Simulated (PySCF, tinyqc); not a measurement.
Inside a calculation. Method: CIS and TDHF on RHF in the sto-3g basis, for H4, spin multiplicity 1. The lowest restricted solution is unstable here: a spin-polarised one lies 0.0237 hartree lower (PySCF). One step of it, computed by the program tinyqc.

Question. CIS singlet states. Diagonalise A (1 hartree = 27.211386 eV); each vector has its largest component positive (the first on a tie). The transition dipole is mu = sqrt2 sum c_ia <i|r|a>.

CIS matrix A, singlet (hartree), lower triangle:
```
          1>3       1>4       2>3       2>4
1>3  0.660089
1>4  0.000000  0.991323
2>3  0.000000  0.016048  0.231273
2>4  0.103493  0.000000  0.000000  0.744783
```

dipole integrals <i|r|a> (bohr):
```
            x         y          z
1>3  0.000000  0.000000  -1.123537
1>4  0.000000  0.000000   0.000000
2>3  0.000000  0.000000   0.000000
2>4  0.000000  0.000000  -1.059450
```

Give: singlet excitation energies; lowest vectors; oscillator strengths 2/3 w |mu|^2.

Answer.

singlet excitation energies (eV): 6.2840  16.0714  22.1571  26.9845

lowest vectors:
```
     state 1  state 2  state 3  state 4
1>3   0.0000   0.8303   0.5574   0.0000
1>4  -0.0211   0.0000   0.0000   0.9998
2>3   0.9998   0.0000   0.0000   0.0211
2>4   0.0000  -0.5574   0.8303   0.0000
```

oscillator strengths 2/3 w |mu|^2: 0.0000  0.0923  2.4618  0.0000
